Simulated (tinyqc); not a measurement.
CIS and TDHF on RHF in the sto-3g basis, for H6, spin multiplicity 1, step by step (part 2 of 2). Computed by tinyqc, a small Python program that keeps every step (integrals from PySCF). Command: `OMP_NUM_THREADS=1 python tinyqc.py 30496 30497 out.jsonl` (the two numbers bound the seeds that draw the settings). One thread of a shared host (Intel(R) Xeon(R) Processor @ 2.60GHz), about 0.04 s of CPU time with the checks.

Geometry (angstrom):
```
atom         x         y         z
H     0.000000  0.000000  0.000000
H     0.000000  0.000000  0.783000
H     0.000000  0.000000  2.276000
H     0.000000  0.000000  3.060000
H     0.000000  0.000000  4.553000
H     0.000000  0.000000  5.336000
```

## TDHF (RPA) triplet states

CIS matrix A, triplet (hartree), lower triangle:
```
           1>4        1>5        1>6       2>4        2>5        2>6        3>4       3>5
1>4   0.714201
1>5   0.000000   0.993507
1>6  -0.080789   0.000000   1.163847
2>4   0.000000  -0.132128   0.000000  0.699924
2>5  -0.132128   0.000000   0.132683  0.000000   0.858491
2>6   0.000000   0.132683   0.000000  0.065586   0.000000   1.187146
3>4  -0.049786   0.000000  -0.138488  0.000000   0.141431   0.000000   0.575893
3>5   0.000000   0.064156   0.000000  0.141431   0.000000  -0.136690   0.000000  0.834302
3>6  -0.138488   0.000000  -0.086134  0.000000  -0.136690   0.000000  -0.055614  0.000000

          3>6
3>6  1.030967
```

Two-electron integrals over orbitals (pq|rs), unique and non-zero (hartree):
```
(11|11) 0.393053    (21|21) 0.130921    (22|11) 0.310252    (22|22) 0.389504
(31|11) 0.080034    (31|22) -0.072742   (31|31) 0.145015    (32|21) -0.134391
(32|32) 0.147860    (33|11) 0.381578    (33|22) 0.327884    (33|31) 0.055310
(33|33) 0.382944    (41|21) 0.025737    (41|32) -0.000647   (41|41) 0.077826
(42|11) 0.039403    (42|22) -0.007385   (42|31) 0.039107    (42|33) 0.015714
(42|42) 0.059627    (43|21) 0.045791    (43|32) -0.044018   (43|41) 0.017436
(43|43) 0.065346    (44|11) 0.375125    (44|22) 0.324155    (44|31) 0.049786
(44|33) 0.369241    (44|42) 0.021343    (44|44) 0.380905    (51|11) 0.008735
(51|22) 0.019108    (51|31) -0.014840   (51|33) -0.004763   (51|42) 0.042458
(51|44) 0.002073    (51|51) 0.045602    (52|21) 0.011203    (52|32) 0.005954
(52|41) 0.054057    (52|43) -0.039437   (52|52) 0.089389    (53|11) -0.048604
(53|22) 0.000622    (53|31) -0.043052   (53|33) -0.028636   (53|42) -0.058005
(53|44) -0.024571   (53|51) -0.039669   (53|53) 0.061353    (54|21) 0.132128
(54|32) -0.141431   (54|41) 0.006442    (54|43) 0.045218    (54|52) -0.005116
(54|54) 0.150629    (55|11) 0.319490    (55|22) 0.389259    (55|31) -0.064156
(55|33) 0.334503    (55|42) -0.004088   (55|44) 0.342374    (55|51) 0.019896
(55|53) -0.000368   (55|55) 0.410692    (61|21) 0.002570    (61|32) 0.006916
(61|41) 0.027618    (61|43) 0.055730    (61|52) -0.033190   (61|54) -0.004550
(61|61) 0.065557    (62|11) -0.016306   (62|22) -0.025501   (62|31) 0.012275
(62|33) -0.006268   (62|42) -0.040857   (62|44) -0.004340   (62|51) -0.043351
(62|53) 0.042514    (62|55) -0.024500   (62|62) 0.045101    (63|21) 0.030949
(63|32) -0.008798   (63|41) 0.076771    (63|43) 0.019873    (63|52) 0.054568
(63|54) 0.007823    (63|61) 0.028162    (63|63) 0.081740    (64|11) 0.080789
(64|22) -0.065586   (64|31) 0.138488    (64|33) 0.055614    (64|42) 0.040938
(64|44) 0.054717    (64|51) -0.011944   (64|53) -0.043552   (64|55) -0.067958
(64|62) 0.011030    (64|64) 0.147906    (65|21) -0.132683   (65|32) 0.136690
(65|41) -0.027691   (65|43) -0.048448   (65|52) -0.011984   (65|54) -0.142385
(65|61) -0.004119   (65|63) -0.034390   (65|65) 0.146626    (66|11) 0.415331
(66|22) 0.326786    (66|31) 0.086134    (66|33) 0.404019    (66|42) 0.044431
(66|44) 0.408274    (66|51) 0.010836    (66|53) -0.054358   (66|55) 0.346543
(66|62) -0.018781   (66|64) 0.093243    (66|66) 0.461078
```

B(ia,jb) = - (ib|ja); the squared energies are the eigenvalues of (A - B)(A + B); 1 hartree = 27.211386 eV.

TDHF matrix B, triplet (hartree), lower triangle:
```
           1>4        1>5        1>6        2>4        2>5        2>6        3>4        3>5
1>4  -0.077826
1>5   0.000000  -0.045602
1>6  -0.027618   0.000000  -0.065557
2>4   0.000000  -0.054057   0.000000  -0.059627
2>5  -0.042458   0.000000   0.043351   0.000000  -0.089389
2>6   0.000000   0.033190   0.000000   0.040857   0.000000  -0.045101
3>4  -0.017436   0.000000  -0.076771   0.000000   0.058005   0.000000  -0.065346
3>5   0.000000   0.039669   0.000000   0.039437   0.000000  -0.054568   0.000000  -0.061353
3>6  -0.055730   0.000000  -0.028162   0.000000  -0.042514   0.000000  -0.019873   0.000000

           3>6
3>6  -0.081740
```

squared energies w^2 (hartree^2): 0.191222  0.240522  0.283089  0.816008  0.887440  1.025410  1.165260  1.629685  1.662897

TDHF energies from the positive w^2 (eV): 11.899238  13.345296  14.478131  24.580908  25.634228  27.554938  29.373937  34.737818  35.090001
